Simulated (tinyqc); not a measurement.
Changing the recess depth d: stress in a transistor channel from embedded alloy regions, liners and fins, by half-space elasticity. Computed by tinyqc, a small Python program. Command: `OMP_NUM_THREADS=1 python tinyqc.py 3021708 3021709 out.jsonl stressor sweep`. One thread of a shared host (Intel(R) Xeon(R) Processor @ 2.30GHz), about 0.06 s of CPU time with the checks.

Plane strain in an isotropic half-space, the same constants everywhere; x along the channel from its centre, y downwards from the free surface; stress is positive in tension.

Inputs (values chosen for the exercise, modelled on silicon):
```
quantity                                   value      unit
alloy fraction x                            0.23         -
lattice change per unit x, beta           0.0412         -
Young's modulus E                            168       GPa
Poisson ratio nu                            0.25         -
channel length L                              68        nm
length of each stressor S                     25        nm
depth of the field point y                   4.4        nm
longitudinal piezoresistance coefficient    68.4  1e-11/Pa
vertical piezoresistance coefficient        -1.2  1e-11/Pa
```

Stressor: Si(1-x)Ge(x) source and drain.

Method:
- Misfit e = beta x. A fully constrained inclusion holds the stress -p with p = E e/(1 - 2 nu); a blanket film would hold -E e/(1 - nu) in the plane.
- A line element dA of misfit at (a, c) in the half-space gives, with C = E e/(2 pi (1 - nu)), X = x - a, r1^2 = X^2 + (y - c)^2, r2^2 = X^2 + Y^2, Y = y + c: s_xx = -C dA {[X^2 - (y - c)^2]/r1^4 + 3 [X^2 - Y^2]/r2^4 + 4 y Y (Y^2 - 3 X^2)/r2^6}, s_yy = C dA {[X^2 - (y - c)^2]/r1^4 - [X^2 - Y^2]/r2^4 + 4 y Y (Y^2 - 3 X^2)/r2^6}. These are integrated over two rectangles, L/2 < |a| < L/2 + S, 0 < c < d (closed form in a, 200 Gauss-Legendre points in c).
- At x = y = 0 the integral is s_xx = -(4/pi) [E e/(1 - nu)] [arctan(2 d/L) - arctan(d/(L/2 + S))].
- d mu/mu = -(pi_L s_xx + pi_z s_yy) for the embedded regions alone; the stress across the width is left out.

One run for each value:
```
recess depth d (nm)  s_xx (MPa)  s_xx at the surface (MPa)  s_yy (MPa)  mobility change (%)
5.0                     -150.62                    -166.13     -4.7260               10.297
8.3                     -239.47                    -269.38     -7.0213               16.371
14.0                    -367.97                    -426.01     -8.9881               25.158
23.0                    -503.57                    -602.82     -8.0065               34.435
39.0                    -585.63                    -728.90     -2.9368               40.054
65.0                    -527.41                    -689.46      1.0162               36.076
110.0                   -361.30                    -520.35      1.8273               24.715
180.0                   -199.17                    -351.48      1.6875               13.625
300.0                    -71.74                    -219.82      1.5840                4.909
```

Over the rows, s_xx (MPa) goes from -151 through a minimum among these rows, -586 at 39.0, to -71.7; s_xx at the surface (MPa) goes from -166 through a minimum among these rows, -729 at 39.0, to -220; s_yy (MPa) lies between -8.99 and 1.83 without a single trend. At the surface the maximum lies at d = sqrt((L/2)(L/2 + S)) = 45 nm: an element deeper than its horizontal distance has the opposite effect on the surface, by the sign of X^2 - c^2.

Caution (rows 23.0, 39.0, 65.0): beyond a few hundred MPa bulk piezoresistance coefficients no longer describe an inversion layer well.

Extremes, crossings and ranges named in words are read from the listed rows.
